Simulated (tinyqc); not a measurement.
Partial widths from the peak.

Question. A Breit-Wigner resonance has total width G = GL + GR and peak transmission Tp = 4 GL GR/G^2. GR is known to be the larger. Find GL, GR and the lifetime hbar/G.

Constants: q = 1.602176634e-19 C, hbar = 1.054571817e-34 J s. Results are converted to the units shown.

G = 3.2027695 meV
Tp = 0.71745504

Solution. GL and GR have the sum G and the product Tp G^2/4, so they are (G/2)(1 +/- sqrt(1 - Tp)).

GL = 0.7502 meV
GR = 2.453 meV
lifetime = 205.5 fs

Numbers from tinyqc (`OMP_NUM_THREADS=1 python tinyqc.py 2600027 2600028 out.jsonl`; about 0.2 s on one thread of a shared Intel Xeon 2.30GHz).
